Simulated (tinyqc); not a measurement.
Inside a calculation. Method: Hueckel theory of the pi electrons with the omega technique, for the molecule C=C1C(F)=CC=C1F (SMILES; centres numbered as the heavy atoms are written). One step of it, computed by the program tinyqc.

Question. Orbitals, round 2. Diagonalise; E = alpha + x beta with beta < 0, so the largest x are filled first; degenerate levels share their electrons. P = sum n_i c_ri c_si; each orbital has its largest coefficient positive (the first on a tie).

matrix after round 1, lower triangle:
```
          1C         2C         3C        4F         5C         6C         7C        8F
1C  0.505582
2C  1.000000  -0.076625
3C  0.000000   1.000000  -0.096941
4F  0.000000   0.000000   0.680000  2.729591
5C  0.000000   0.000000   1.000000  0.000000  -0.157129
6C  0.000000   0.000000   0.000000  0.000000   1.000000  -0.157129
7C  0.000000   1.000000   0.000000  0.000000   0.000000   1.000000  -0.096941
8F  0.000000   0.000000   0.000000  0.000000   0.000000   0.000000   0.680000  2.729591
```

pi electrons, sum of z_r less the charge = 10

Give: x values; occupations; coefficients; charge and bond-order matrix P.

Answer.

x values: 2.979  2.898  1.895  1.064  0.365  -0.098  -1.787  -1.936

occupations: 2.000  2.000  2.000  2.000  2.000  0.000  0.000  0.000

coefficients:
```
      MO1     MO2     MO3     MO4     MO5     MO6     MO7     MO8
1C  0.072   0.000   0.383   0.605   0.000   0.642   0.000  -0.266
2C  0.178   0.000   0.532   0.338   0.000  -0.388   0.000   0.649
3C  0.236   0.170   0.333  -0.110   0.575  -0.317  -0.376  -0.470
4F  0.643   0.685  -0.272   0.045  -0.165   0.076   0.057   0.069
5C  0.110   0.042   0.317  -0.496   0.378   0.336   0.596   0.169
6C  0.110  -0.042   0.317  -0.496  -0.378   0.336  -0.596   0.169
7C  0.236  -0.170   0.333  -0.110  -0.575  -0.317   0.376  -0.470
8F  0.643  -0.685  -0.272   0.045   0.165   0.076  -0.057   0.069
```

charge and bond-order matrix P, lower triangle:
```
        1C      2C      3C      4F      5C      6C     7C     8F
1C   1.036
2C   0.842   0.858
3C   0.156   0.365   1.075
4F  -0.061  -0.030   0.155   1.973
5C  -0.342   0.041   0.820  -0.142   1.005
6C  -0.342   0.041  -0.076  -0.007   0.428   1.005
7C   0.156   0.365  -0.360   0.070  -0.076   0.820  1.075
8F  -0.061  -0.030   0.070  -0.015  -0.007  -0.142  0.155  1.973
```
